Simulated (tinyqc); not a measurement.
Convergence with the plane-wave basis: k.p theory built from an empirical-pseudopotential calculation at Gamma.

Empirical pseudopotential on the fcc lattice, atoms at +/- tau, tau = a (1,1,1)/8, no spin-orbit coupling. H(G,G') = c (2 pi/a)^2 |k + G|^2 delta + VS(q) cos(q.tau) + i VA(q) sin(q.tau), q = G - G', c = hbar^2/2m0; k and G in units of 2 pi/a; VS at |q|^2 = 3, 8, 11 and VA at 3, 4, 11, in rydberg, zero elsewhere. The basis holds all G with |G|^2 up to a cut-off. Energies are counted from the fourth level at Gamma.

For a multiplet A of d_A states, W(B) = (4 c/(3 d_A)) sum over n in A, m in B and i = x, y, z of |<n|G_i|m>|^2 (G in 1/angstrom, <n|G_i|m> = sum_G c_n(G)* G_i c_m(G)); the mean inverse mass of A is 1 + sum_B W(B)/(E_A - E_B). Multiplets with W = 0 are left out.

Valence parameters: D(u) = c + 4 c^2 sum_m <n|u.G|m><m|u.G|n'>/(0 - E_m) on the valence triplet, in units of c, has eigenvalues L, M, M along [100] and (L + 2M + 2N)/3, (L + 2M - N)/3 twice along [111]; g1 = -(L + 2M)/3, g2 = -(L - M)/6, g3 = -N/6.

Constants: hbar^2/2m0 = 3.80998211 eV angstrom^2; Ry = 13.60569312 eV.

Values chosen for the exercise (out of a larger set: near those of Si; not measured data):
- a = 5.427 angstrom (lattice constant)
- VS = (-0.204, 0.039, 0.08) Ry (symmetric form factors)
- VA = (0, 0, 0) Ry (antisymmetric form factors)

E_s is the lowest empty singlet, Ep its W to the valence triplet, m its mass.

Results:

| cut-off | plane waves | E_s (eV) | Ep (eV) | m (m0) | g1 | g2 | g3 |
|---|---|---|---|---|---|---|---|
| 8 | 27 | 3.875 | 21.45 | 0.1535 | 4.50 | 0.40 | 1.57 |
| 11 | 51 | 3.950 | 21.31 | 0.1569 | 4.40 | 0.44 | 1.50 |
| 12 | 59 | 3.923 | 21.30 | 0.1562 | 4.55 | 0.41 | 1.54 |
| 16 | 65 | 3.923 | 21.30 | 0.1562 | 4.59 | 0.40 | 1.55 |
| 19 | 89 | 3.905 | 21.36 | 0.1552 | 4.57 | 0.42 | 1.54 |
| 20 | 113 | 3.872 | 21.41 | 0.1538 | 4.56 | 0.44 | 1.55 |
| 24 | 137 | 3.874 | 21.42 | 0.1538 | 4.57 | 0.43 | 1.55 |

What can be read from this table?

Against the last row, E_s errs most, by +0.076 eV, at cut-off 11, and by -0.002 eV in the last row but one. Ep varies by 0.7 % over the table and m by 2.2 %: the mass, near E_s/Ep, inherits the errors of both. Local form factors fix the converged values only roughly. The gap is a difference of two levels, so it need not converge steadily, and here it does not.

tinyqc: `OMP_NUM_THREADS=1 python tinyqc.py 1050968 1050969 out.jsonl`; about 0.3 s, one thread, shared Intel(R) Xeon(R) Processor @ 2.30GHz.
